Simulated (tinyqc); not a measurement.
Modulation-doped quantum well, Poisson-Schroedinger loop with local exchange and correlation: one step of the calculation.

A well of width L centred at z = 0 between barriers Vb; effective-mass electrons, parabolic bands. The electrons come from donor sheets outside the mesh, a share fL of Ns on the left and the rest on the right, so the structure is neutral. Energies are counted from the band edge of the well, with U = 0 on the first node in the Hartree part.

Task. Converged levels, occupations and centroid. Tridiagonal Hamiltonian with psi = 0 one step beyond both ends: H_ii = C (1/m_(i-1/2) + 1/m_(i+1/2))/hz^2 + V0_i + U_i, H_(i,i+1) = -C/(m_(i+1/2) hz^2), C = hbar^2/(2 m0). The lowest 3 level(s) are kept, normalised to hz sum |psi|^2 = 1.

Level k holds N_k = D_k Vt ln(1 + exp((EF - E_k)/Vt)) with D = md m0 q/(pi hbar^2) per eV (spin included); EF is fixed by sum N_k = Ns.

Solve for the levels with V0 + U, find EF, n_i = sum_k N_k |psi_k|^2 (in cm^-3); share of each level N_k/Ns; centroid sum n z/sum n.

Values chosen for this exercise; material values those of a made-up well:

| symbol | value | unit | meaning |
|---|---|---|---|
| T | 400 | K | temperature |
| md | 0.0338 | m0 | in-plane mass |
| hz | 2 | nm | mesh step |
| Ns | 3.1e11 | cm^-2 | sheet density of electrons |

Constants: q = 1.602176634e-19 C, kB = 1.380649e-23 J/K, hbar = 1.054571817e-34 J s, m0 = 9.1093837015e-31 kg, Vt = kB T/q, hbar^2/(2 m0) = 0.0380998212 eV nm^2. Results are converted to the units shown.

| node | z (nm) | fixed potential V0 (eV) | converged U (eV) |
|---|---|---|---|
| 1 | -14 | 0.67260000 | -0.000055114 |
| 2 | -12 | 0.66280000 | 0.004266650 |
| 3 | -10 | 0.65300000 | 0.008324773 |
| 4 | -8 | 0.64320000 | 0.011567931 |
| 5 | -6 | 0.02940000 | 0.012711458 |
| 6 | -4 | 0.01960000 | 0.015426062 |
| 7 | -2 | 0.00980000 | 0.017806280 |
| 8 | 0 | 0.00000000 | 0.019183269 |
| 9 | 2 | -0.00980000 | 0.019149768 |
| 10 | 4 | -0.01960000 | 0.017741208 |
| 11 | 6 | -0.02940000 | 0.015609775 |
| 12 | 8 | 0.56480000 | 0.015686157 |
| 13 | 10 | 0.55500000 | 0.012910263 |
| 14 | 12 | 0.54520000 | 0.009017246 |
| 15 | 14 | 0.53540000 | 0.004764035 |

mass on the intervals 1/2, 3/2, ... (mean of both at an interface) (m0): [0.0812, 0.0812, 0.0812, 0.0812, 0.06365, 0.0461, 0.0461, 0.0461, 0.0461, 0.0461, 0.0461, 0.06365, 0.0812, 0.0812, 0.0812, 0.0812]

Wanted: levels; EF; shares; n; centroid.

Result.

levels (eV): E1 0.03791, E2 0.11206, E3 0.22884
EF = 0.027369 eV
shares (%): E1 86.640, E2 12.906, E3 0.454

| node | n (1e17 cm^-3) |
|---|---|
| 1 | 0.0000 |
| 2 | 0.0000 |
| 3 | 0.0005 |
| 4 | 0.0232 |
| 5 | 0.7034 |
| 6 | 1.4662 |
| 7 | 2.1387 |
| 8 | 2.7362 |
| 9 | 3.2333 |
| 10 | 3.1632 |
| 11 | 1.9598 |
| 12 | 0.0735 |
| 13 | 0.0019 |
| 14 | 0.0001 |
| 15 | 0.0000 |

centroid = 1.0924 nm

Computed by the program tinyqc: `OMP_NUM_THREADS=1 python tinyqc.py 2140132 2140133 out.jsonl`, one thread of a shared Intel Xeon 2.30GHz, about 0.2 s for the whole run.
